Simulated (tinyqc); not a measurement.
Inversion-layer mobility, back-scattering and ballistic limit of a field-effect transistor: one step, computed by the program tinyqc.

The charge at the top of the source barrier is fixed by the gate; series resistance and short-channel effects are left out. F_j are Fermi integrals normalised to exp(eta) in the classical limit.

Task: Effective mobility. mu_phonon = mu_ph (E_eff/1 MV/cm)^(-0.3) (T/300 K)^(-1.75); mu_rough = mu_sr (E_eff/1 MV/cm)^(-2); mu_Coulomb = mu_C (N_inv/1e12 cm^-2) (T/300 K); Matthiessen's rule adds 1/mu.

Inputs (values chosen for the exercise, modelled on an InGaAs n-channel):

| quantity | value | unit |
|---|---|---|
| phonon mobility at 1 MV/cm and 300 K, mu_ph | 3200 | cm^2/(V s) |
| roughness mobility at 1 MV/cm, mu_sr | 1900 | cm^2/(V s) |
| Coulomb mobility at N_inv = 1e12/cm^2, mu_C | 2200 | cm^2/(V s) |
| temperature T | 300 | K |

Statistics at the top of the barrier: Fermi-Dirac.

inversion density N_inv = 4.310552e+12 1/cm^2

effective field E_eff = 0.3821165 MV/cm

Give: phonon part; roughness part; Coulomb part; effective mobility mu.

Result:

phonon part = 4271 cm^2/(V s)

roughness part = 13013 cm^2/(V s)

Coulomb part = 9483 cm^2/(V s)

effective mobility mu = 2401 cm^2/(V s)

The phonon part is the lowest and holds 56 % of 1/mu.
